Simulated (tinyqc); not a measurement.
Composition and strain of an epitaxial Si(1-x)Ge(x) layer from Raman and X-ray peaks: one step, computed by the program tinyqc. Command: `OMP_NUM_THREADS=1 python tinyqc.py 3024745 3024746 out.jsonl epiraman walk`. One thread of a shared host (Intel(R) Xeon(R) Processor @ 2.30GHz), about 0.01 s of CPU time with the checks.

A (001) layer, biaxially strained in the plane. The Raman peaks follow empirical lines omega = w0 + c1 x + c3 x^3 + b eps (c3 for Si-Ge alone), with eps the in-plane strain.

Question. Raman peaks. Insert x and eps in the three lines; the strain part is b eps.

Inputs (values chosen for the exercise, modelled on silicon-germanium):

| quantity | value | unit |
|---|---|---|
| Ge fraction x | 0.49 | - |
| Si-Si: w0 | 520.5 | 1/cm |
| Si-Si: c1 | -65.5 | 1/cm |
| Si-Si: strain coefficient b | -718 | 1/cm |
| Si-Ge: w0 | 400.5 | 1/cm |
| Si-Ge: c1 | 25.3 | 1/cm |
| Si-Ge: c3 | -34.1 | 1/cm |
| Si-Ge: strain coefficient b | -544 | 1/cm |
| Ge-Ge: w0 | 280.3 | 1/cm |
| Ge-Ge: c1 | 20 | 1/cm |
| Ge-Ge: strain coefficient b | -450 | 1/cm |

Substrate: silicon.

in-plane strain eps = -5.460929 per mille

Give: Si-Si peak; Si-Ge peak; Ge-Ge peak; strain parts.

Answer.

Si-Si peak = 492.33 1/cm

Si-Ge peak = 411.86 1/cm

Ge-Ge peak = 292.56 1/cm

strain parts (1/cm): Si-Si 3.9209, Si-Ge 2.9707, Ge-Ge 2.4574

Read as unstrained, the Si-Si peak would give x = 0.430 in place of 0.49.
